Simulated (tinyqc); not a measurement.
# Charge pumping in an n-channel transistor: triangular pulses against frequency

The gate is pulsed from accumulation to inversion and back. Energies E are counted from the intrinsic level; Dit(E) = D0 [1 + b (2 E/Eg)^2]. During each edge the traps near the bands emit their carriers, and those between Eh and Ee recombine once a cycle.

For a symmetric triangular wave tr = tf = 1/(2 f). ni = sqrt(Nc Nv) exp(-Eg/(2 Vt)), Eg in volts; emission times te = (dV/Va) tf and th = (dV/Va) tr; Ee = -Vt ln(vth sn ni te), Eh = +Vt ln(vth sp ni th). Nit = integral of Dit from Eh to Ee = D0 [Ee - Eh + 4 b (Ee^3 - Eh^3)/(3 Eg^2)], Qcp = q A Nit, Icp = f Qcp.

Inputs (values chosen for the exercise); band and dielectric values close to those of silicon:
- T = 300 K (temperature)
- Eg = 1.14 eV (band gap)
- Nc = 2.82e19 cm^-3 (conduction-band density of states at 300 K)
- Nv = 2.68e19 cm^-3 (valence-band density of states at 300 K)
- A = 0.81 um^2 (gate area)
- D0 = 2.6e10 cm^-2 eV^-1 (trap density at midgap)
- b = 0 (rise of the trap density towards the band edges)
- sn = 6.4e-16 cm^2 (cross-section for electrons)
- sp = 5.2e-16 cm^2 (cross-section for holes)
- vth = 2e7 cm/s (thermal velocity at 300 K, one nominal value for electrons and holes)
- dV = 1.12 V (Vth - Vfb)
- Va = 3.1 V (pulse height)

Constants: q = 1.602176634e-19 C, kB = 1.380649e-23 J/K, Vt = kB T/q. Results are converted to the units shown.

Result of one run:
```
Ee (eV)   Eh (eV)  Nit (cm^-2)  Icp (pA)  Qcp (fC)
0.29623  -0.30160    1.5544e10    32.275  0.020172
```

Which frequency f gave this result: 2200, 1.3e5, 3e5 or 1.6e6 Hz?

f = 1.6e6 Hz.

The whole series:
```
f (Hz)  Ee (eV)   Eh (eV)  Nit (cm^-2)  Icp (pA)   Qcp (fC)
2200    0.12588  -0.13125     6.6856e9  0.019088  0.0086763
5100    0.14762  -0.15299     7.8158e9  0.051730   0.010143
12000   0.16974  -0.17511     8.9661e9   0.13963   0.011636
26000   0.18973  -0.19510    1.0006e10   0.33760   0.012985
59000   0.21091  -0.21628    1.1107e10   0.85045   0.014414
1.3e5   0.23134  -0.23671    1.2169e10    2.0530   0.015793
3e5     0.25296  -0.25832    1.3293e10    5.1755   0.017252
6.9e5   0.27449  -0.27986    1.4413e10    12.906   0.018705
1.6e6   0.29623  -0.30160    1.5544e10    32.275   0.020172
3.5e6   0.31647  -0.32184    1.6596e10    75.381   0.021538
```

Qcp rises from 0.00868 to 0.0215 fC, by 0.00402 fC a decade between the first two rows and 0.00402 between the last two (2 q A D0 Vt ln 10 = 0.00402 fC): faster edges leave less time for emission and widen the window, so Icp grows faster than f, as f^(1.12).

Range of the model: The Fermi levels of inversion and accumulation are taken to lie beyond Ee and Eh, the flat tops to fill all traps, and no geometric current is added.

Numbers from tinyqc (`OMP_NUM_THREADS=1 python tinyqc.py 2030085 2030086 out.jsonl`; about 0.01 s on one thread of a shared Intel Xeon 2.30GHz).
